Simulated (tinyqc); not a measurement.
KAI against NLS in time: switching kinetics of a ferroelectric film and the memory window of a ferroelectric gate stack. Computed by tinyqc, a small Python program. Command: `OMP_NUM_THREADS=1 python tinyqc.py 3010414 3010415 out.jsonl feswitch walk`. One thread of a shared host (Intel(R) Xeon(R) Processor @ 2.30GHz), about 0.01 s of CPU time with the checks.

Fields in MV/cm; 1 microcoulomb/cm^2 over eps_0 is 11.29409 MV/cm. In the stack (metal, ferroelectric, interlayer, channel) the channel is taken as a conductor.

Inputs (values chosen for the exercise, for a model film): dimension n = 2; half width w of log10 t = 1.2.

Method. KAI: 1 - exp[-(t/t1)^n]. NLS: the same kernel averaged over the Lorentzian F = (1/pi) w/[(z - log10 t1)^2 + w^2] in z = log10 tau.

Switched share:
```
log10(t/t1)     KAI      NLS
-3.0         0.0000  0.12690
-2.0         0.0001  0.18381
-1.0         0.0100  0.30456
-0.5         0.0952  0.40675
-0.2         0.3284  0.48005
0.0          0.6321  0.53066
0.2          0.9189  0.58008
0.5          1.0000  0.64770
1.0          1.0000  0.73559
2.0          1.0000  0.83474
3.0          1.0000  0.88262
```

What does the comparison show, and why?

KAI goes from 10 to 90 % within 0.67 decades of time; a Lorentzian of this width needs about 2 w tan(0.4 pi) = 7.4 decades. Three decades after t1, 11.7 % of the NLS film has not switched, and three decades before it 12.7 % already has: the tails set write margins and disturb errors.
